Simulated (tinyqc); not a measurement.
Ways to converge the cycle: SCF convergence aids in the 6-311g basis, for HeH+, spin multiplicity 1. Computed by the program tinyqc with PySCF. RHF with one setting changed at a time; a run stops when the energy changes by less than 1e-09 hartree and the error matrix is below 1e-5. The start is the core Hamiltonian. Damping d keeps d of the old density; a shift (hartree) raises the virtual levels; DIIS n extrapolates F over n matrices.

Geometry (angstrom):
```
atom       x       y       z
He    0.0000  0.0000  0.0000
H     0.0000  0.0000  1.5510
```

lowest restricted solution found by these runs and by PySCF = -2.868506 hartree

Largest element of the error matrix X^T (FDS - SDF) X:
```
iteration    plain  damping 0.3  damping 0.6  shift 0.4   DIIS 3   DIIS 8
1          5.3e-01      5.3e-01      5.3e-01    5.3e-01  5.3e-01  5.3e-01
2          4.6e-02      1.7e-01      3.1e-01    1.0e-01  4.6e-02  4.6e-02
3          7.1e-03      5.7e-02      1.9e-01    3.4e-02  5.4e-03  5.4e-03
4          1.3e-03      1.9e-02      1.2e-01    1.0e-02  6.4e-04  6.4e-04
5          4.0e-04      7.3e-03      7.4e-02    4.9e-03  1.4e-04  3.8e-05
6          1.3e-04      3.0e-03      4.6e-02    2.6e-03  1.9e-06  1.4e-06
8          1.4e-05      4.6e-04      1.8e-02    7.9e-04        -        -
10               -      1.1e-04      6.7e-03    2.3e-04        -        -
14               -      8.0e-06      1.2e-03    2.1e-05        -        -
20               -            -      9.3e-05          -        -        -
30               -            -      3.5e-06          -        -        -
```

How each run ends:
```
run          iterations  E (hartree)         state
plain                 9     -2.86851  lowest found
damping 0.3          18     -2.86851  lowest found
damping 0.6          37     -2.86851  lowest found
shift 0.4            16     -2.86851  lowest found
DIIS 3                7     -2.86851  lowest found
DIIS 8                7     -2.86851  lowest found
```

What does the comparison show, and why?

6 of 6 runs reach the lowest restricted solution found, in 7 to 37 iterations (fastest: DIIS 3, DIIS 8). Plain steps already contract here, so damping only slows them. DIIS 3 and DIIS 8 gain by cancelling the error over several earlier matrices, much as a quasi-Newton step does.
